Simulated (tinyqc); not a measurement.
Dopants and charged point defects at anneal temperature: Fermi-level effect, clustering and pairing. Changing the cluster binding energy E_b. Computed by tinyqc, a small Python program. Command: `OMP_NUM_THREADS=1 python tinyqc.py 3028226 3028227 out.jsonl pairing sweep`. One thread of a shared host (Intel(R) Xeon(R) Processor @ 2.30GHz), about 0.04 s of CPU time with the checks.

Boltzmann statistics and full ionisation of active dopants. Energies are counted from the valence band; the defect (a vacancy or self-interstitial) has five charge states, with all degeneracy factors one.

Inputs (values chosen for the exercise, with bands modelled on InP):
```
quantity                                         value    unit
gap at 0 K E_g0                                   1.43      eV
Varshni alpha                                 0.000365    eV/K
Varshni beta                                       164       K
electron mass m_e                               0.0794     m_0
valleys M_c                                          1       -
hole mass m_h                                     0.58     m_0
anneal temperature T                               890       K
total dopant density N                         1.3e+18   cm^-3
formation enthalpy of the neutral defect H_f      2.26      eV
formation entropy S_f                              3.2     k_B
site density N_s                               4.4e+22   cm^-3
intrinsic dopant diffusivity D_i               7.9e-14  cm^2/s
anneal time t                                     5000       s
dopant atoms per cluster k                           2       -
```

Dopant: acceptor. Second part: clustering of the dopant.

defect levels as fractions of E_g(T): (2+/+), (+/0), (0/-), (-/2-): 0.096  0.14  0.61  0.62

Constants: m_0 = 9.1093837015e-31 kg; k_B = 1.380649e-23 J/K; h = 6.62607015e-34 J s; k_B = 8.617333262e-05 eV/K.

Method:
- E_g = E_g0 - alpha T^2/(T + beta).
- N_c = 2 M_c (2 pi m_e k_B T/h^2)^(3/2) and N_v = 2 (2 pi m_h k_B T/h^2)^(3/2), masses in units of m_0.
- n_i = sqrt(N_c N_v) exp(-E_g/2 k_B T); E_i = E_g/2 + (k_B T/2) ln(N_v/N_c).
- p = A/2 + sqrt(A^2/4 + n_i^2) for an active density A.
- k ionised dopants and k carriers form one neutral cluster: C = N_s (A/N_s)^k (p/N_b)^k exp(E_b/k_B T), N_b the effective density of states of the majority band, and N = A + k C (60 bisections in ln A between ln N - 90 and ln N).
- chi = n/n_i (for acceptors n_i/p); E_F = E_i + k_B T ln chi; field enhancement h = 1 + A/sqrt(A^2 + 4 n_i^2).
- C_0 = N_s exp(S_f/k_B) exp(-H_f/k_B T). Ratios to the neutral state at E_F = E_i: r_+ = exp((E(+/0) - E_i)/k_B T), r_2+ = r_+ exp((E(2+/+) - E_i)/k_B T), r_- = exp((E_i - E(0/-))/k_B T), r_2- = r_- exp((E_i - E(-/2-))/k_B T); at other E_F state q scales as chi^(-q). The enhancement is sum r_q chi^(-q)/sum r_q. The charge on the defects is left out of neutrality.
- If every charge state of the defect carries the dopant equally well, D = D_i x enhancement x h x (active share A/N, a rough stand-in that overstates the dA/dN which immobile clusters call for), D_i being an input held fixed when T or H_f is moved; diffusion length 2 sqrt(D t).

One run for each value:
```
cluster binding energy E_b (eV)  active density A (cm^-3)  active share   D/D_i
0.405                                           1.300e+18        1.0000  0.9836
0.532                                           1.300e+18        1.0000  0.9835
0.660                                           1.300e+18        0.9998  0.9834
0.787                                           1.299e+18        0.9991  0.9825
0.914                                           1.294e+18        0.9954  0.9782
1.040                                           1.271e+18        0.9779  0.9580
1.170                                           1.183e+18        0.9099  0.8804
1.300                                           9.887e+17        0.7606  0.7161
```

Describe the trends.

Over the rows, active density A (cm^-3) falls from 1.30e18 to 9.89e17; active share falls from 1.000 to 0.761; D/D_i falls from 0.984 to 0.716.
